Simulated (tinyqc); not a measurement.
Changing the temperature T: kinetic Monte Carlo and master equation for a particle on a ring of sites with traps and bias. Computed by tinyqc, a small Python program. Command: `OMP_NUM_THREADS=1 python tinyqc.py 3013358 3013359 out.jsonl kmc sweep`. One thread of a shared host (Intel(R) Xeon(R) Processor @ 2.30GHz), about 0.01 s of CPU time with the checks.

8 sites on a ring, numbered 1 to 8. The saddle between i and i+1 lies at E0 + s b_i and site i at s eps_i; a force F tilts the landscape, with the saddle half-way.

Inputs (values chosen for the exercise, for a model defect):
```
quantity,value,unit
reference barrier E0,0.56,eV
scale factor s of the disorder,1,-
attempt frequency nu,11,THz
site spacing a,2.4,angstrom
force F along the ring,0.00026,eV/angstrom
```

Disorder: both.

site energies eps_i (eV): [-0.1, -0.087, 0, -0.095, -0.047, -0.031, 0, -0.032]

saddle shifts b_i between sites i and i+1 (eV): [0.058, -0.0083, -0.034, 0.05, -0.027, 0.053, -0.0053, 0.015]

Constants: k_B = 8.617333262e-05 eV/K.

Method:
- Rates: k(i to i+1) = nu exp(-(E0 + s b_i - s eps_i - F a/2)/(k_B T)), k(i to i-1) = nu exp(-(E0 + s b_(i-1) - s eps_i + F a/2)/(k_B T)).
- Share right = k right/(k right + k left); mean stay = 1/(k right + k left).
- Master equation dP/dt = W P, W_(i+1,i) = k right, W_(i-1,i) = k left, columns summing to zero. The steady state is its null vector; drift v = a sum P_i (k right - k left). D = a^2 lambda''(0)/2, where lambda(q) is the leading eigenvalue of W with right hops weighted by exp(q) and left hops by exp(-q).
- The slowest relaxation rate is minus the real part of the next eigenvalue of W. 1 angstrom = 1e-8 cm.
- At zero force D0 = a^2 nu exp(-E0/(k_B T)) / [<exp(-s eps/(k_B T))> <exp(s b/(k_B T))>], with means over the ring; Einstein relation v = D0 F/(k_B T); 1 angstrom = 1e-8 cm.

One run for each value:
```
temperature T (K),zero-force diffusivity D0 (cm^2/s),D0 over the value without disorder,drift velocity v (cm/s)
220,2.3082e-18,0.00245,3.1296e-12
270,2.1630e-15,0.00969,2.4001e-09
330,4.9290e-13,0.02775,4.4878e-07
410,5.5122e-11,0.06654,4.0473e-05
500,1.7567e-09,0.12230,1.0587e-03
610,2.9216e-08,0.19520,1.4441e-02
740,2.6912e-07,0.27671,1.0969e-01
900,1.6842e-06,0.36344,5.6449e-01
```

Describe and explain the trends.

Over the rows, zero-force diffusivity D0 (cm^2/s) rises from 2.31e-18 to 1.68e-6 (exponent d ln y / d ln x 33 between the first rows and 9.4 between the last); D0 over the value without disorder rises from 0.00245 to 0.363 (exponent d ln y / d ln x 6.7 between the first rows and 1.4 between the last); drift velocity v (cm/s) rises from 3.13e-12 to 0.564 (exponent d ln y / d ln x 32 between the first rows and 8.4 between the last). The apparent barrier of D0 is 0.701 eV between the coldest rows and 0.658 eV between the hottest; at low T it tends to the highest saddle minus the deepest site, 0.718 eV, at high T to the mean difference, 0.622 eV.

Extremes, crossings and ranges named in words are read from the listed rows.
